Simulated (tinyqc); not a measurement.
Off-state leakage of single and stacked transistors: two steps of the calculation.

n-channel devices of unit width. Subthreshold current I(Vg, Vs, Vd) = I0 (T/300 K)^0.5 exp[(Vg - Vs - VT(T) - gb (Vs - Vb) + dd (Vd - Vs))/(nf Vt)] (1 - exp(-(Vd - Vs)/Vt)), VT(T) = VT - cT (T - 300 K). Gate-edge tunnelling Ig (Vd/1 V) exp(ag (Vd - 1 V)), for a gate at 0 V, and band-to-band leakage Ab u exp(-Bb/u), u = Vd - Vb + 1 V, flow at a drain held at V; both are taken as independent of T. In a stack of off transistors (all gates at 0 V) the same subthreshold current passes through each.

Inputs (values chosen for the exercise); values of the order met in bulk silicon logic transistors: temperature T = 398 K; supply voltage V = 0.8 V; threshold at 300 K, zero drain and body bias VT = 0.42 V; fall of the threshold with temperature cT = 0.6 mV/K; current at threshold at 300 K I0 = 0.92 uA/um; slope factor nf = 1.33; drain-induced lowering per volt dd = 0.13; rise of the threshold per volt of source-body bias gb = 0.22; gate-edge tunnelling current at 1 V Ig = 0.0009 uA/um; exponential slope of the gate current ag = 3.1 1/V; prefactor of band-to-band leakage at the drain Ab = 3 uA/(um V); its exponential voltage Bb = 25 V; body voltage Vb = -0.3 V.

Constants: q = 1.602176634e-19 C, kB = 1.380649e-23 J/K, Vt = kB T/q. Results are converted to the units shown.

Question 1. Leakage of one transistor. Vg = Vs = 0, Vd = V; effective threshold VT(T) - gb Vb - dd V.

Find: effective threshold; parts; total; shares.

Answer 1.

effective threshold = 0.32320 V
parts (nA/um): subthreshold 0.88720, gate edge 0.38732, band-to-band 0.042576
total = 1.3171 nA/um
shares (%): subthreshold 67.360, gate edge 29.407, band-to-band 3.2326

The subthreshold part is the largest.

Question 2. New Vx. Stack of two, Vx the node between them: I_low = I(0, 0, Vx), I_up = I(0, Vx, V), f = ln(I_up/I_low), f' = -(1 + gb + 2 dd)/(nf Vt) - 1/(Vt (exp(Vx/Vt) - 1)) - 1/(Vt (exp((V - Vx)/Vt) - 1)), Vx(new) = Vx - f/f'.

Vx after iteration 1 = 0.074019615 V

Wanted: I_low; I_up; f; f'; Vx after iteration 2.

Answer 2.

I_low = 0.09912 nA/um
I_up = 0.09923 nA/um
f = 0.001121
f' = -36.25 1/V
Vx after iteration 2 = 0.07405 V

tinyqc, about 0.03 s, one thread, Intel Xeon 2.30GHz (shared host): `OMP_NUM_THREADS=1 python tinyqc.py 2242008 2242009 out.jsonl`
